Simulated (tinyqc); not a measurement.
Worked calculation: Hubbard chain of 5 sites. Computed by tinyqc, a small Python program that keeps every step. Settings: hopping = 1.98, U = 6.6, mixing = 0.5, iteration cap = 63. Command: `OMP_NUM_THREADS=1 python tinyqc.py 26571 26572 out.jsonl` (the two numbers bound the seeds that draw the settings). One thread of a shared host (Intel(R) Xeon(R) Processor @ 2.60GHz), about 0.2 s of CPU time with the checks. Later iterations appear only in the table of the cycle.

## Mean-field iteration 1

one-body matrix (hopping and site energies) (eV), order 1, 2, 3, 4, 5:
$$\begin{pmatrix}
0.0000 & -1.9800 & 0.0000 & 0.0000 & 0.0000 \\
-1.9800 & 0.0000 & -1.9800 & 0.0000 & 0.0000 \\
0.0000 & -1.9800 & 0.0000 & -1.9800 & 0.0000 \\
0.0000 & 0.0000 & -1.9800 & 0.0000 & -1.9800 \\
0.0000 & 0.0000 & 0.0000 & -1.9800 & 0.0000
\end{pmatrix}$$

U = 6.6000 eV

electrons, up and down: [3, 3]

mixing = 0.5000

n(up) at the start (a guess, not normalised): 1 0.9000, 2 0.3000, 3 0.9000, 4 0.3000, 5 0.9000

n(down) at the start (a guess): 1 0.3000, 2 0.9000, 3 0.3000, 4 0.9000, 5 0.3000

H(up) = T + U n(down), H(down) = T + U n(up); fill the lowest levels; n(new) = n + mixing (n(out) - n); E = tr T (rho up + rho down) + U sum n_up n_down of the output.

levels, up (eV): [0.0000, 1.1599, 1.9800, 6.7601, 7.9200]

levels, down (eV): [0.0000, 1.1599, 5.9400, 6.7601, 7.9200]

energy = 1.3445 eV

n(up) after iteration 1: 1 0.8926, 2 0.2491, 3 0.8667, 4 0.2491, 5 0.8926

n(down) after iteration 1: 1 0.3741, 2 0.8509, 3 0.4000, 4 0.8509, 5 0.3741

## Mean-field iteration 2

As before.

levels, up (eV): [0.3476, 1.5135, 2.5278, 6.5715, 7.8496]

levels, down (eV): [-0.2936, 0.8642, 5.8316, 6.6708, 7.7171]

energy = 1.2195 eV

n(up) after iteration 2: 1 0.8753, 2 0.2463, 3 0.8319, 4 0.2463, 5 0.8753

n(down) after iteration 2: 1 0.3997, 2 0.8315, 3 0.4626, 4 0.8315, 5 0.3997

## Convergence

Each step fills the lowest levels of T + U n(other spin) and sets n(new) = n + mixing (n(out) - n); stop when output and input agree to 1e-8.

Course of the cycle:
```
iteration    E (eV)  largest |n(out) - n(in)|  mean |n_up - n_down|
1          1.344540                  2.00e-01                0.4828
2          1.219543                  1.25e-01                0.4549
3          1.178847                  8.79e-02                0.4321
4          1.152993                  6.83e-02                0.4137
5          1.133788                  5.70e-02                0.3987
6          1.118819                  4.98e-02                0.3863
7          1.106766                  4.46e-02                0.3759
8          1.096812                  4.06e-02                0.3673
9          1.088434                  3.72e-02                0.3606
10         1.081292                  3.44e-02                0.3660
11         1.075159                  3.18e-02                0.3718
...             ...                       ...                   ...
53         1.043407                  1.42e-04                0.4548
54         1.043407                  1.23e-04                0.4549
55         1.043407                  1.07e-04                0.4549
56         1.043407                  9.28e-05                0.4550
57         1.043407                  8.06e-05                0.4550
58         1.043407                  7.00e-05                0.4551
59         1.043406                  6.08e-05                0.4551
60         1.043406                  5.28e-05                0.4551
61         1.043406                  4.59e-05                0.4551
62         1.043406                  3.99e-05                0.4552
63         1.043406                  3.46e-05                0.4552
```

Not converged within 63 iterations: the residual falls steadily but slowly, by a factor of about 0.87 a step. The lowest mean-field energy found from random starts is 0.69073 eV. Reruns (cap 100 unless said): mixing 0.2: not converged; mixing 0.9: converged in 65 to a higher stationary point (E = 1.04341); the original settings with a cap of 400: converged in 122 to a higher stationary point (E = 1.04341).

## Exact diagonalisation (100 states)

Lowest levels of the sector, and the double occupancy of the lowest state.

lowest levels (eV): [-0.5796, 0.4174, 1.4463, 1.4897, 1.9330, 2.3302]

double occupancy per site = 0.2666

## The lowest level by Lanczos steps

From a random start vector (not printed): a_j = <q_j|H|q_j>, b_j = norm of the remainder after orthogonalising; the Ritz value is the lowest eigenvalue of the tridiagonal matrix of a and b so far.

Lanczos:
```
j   a_j (eV)  b_j (eV)  lowest Ritz value (eV)
1     7.0314    8.0699                7.031444
2    12.7625    7.3306                1.333462
3    14.5766    6.2173               -0.072670
4    12.9535    5.7683               -0.418460
5    11.5356    5.9284               -0.526952
6    13.8755    5.6185               -0.564479
7    13.2701    5.7890               -0.574459
8    12.5155    6.1690               -0.577497
9    12.5758    5.9809               -0.578725
10   12.3530    5.5354               -0.579239
```
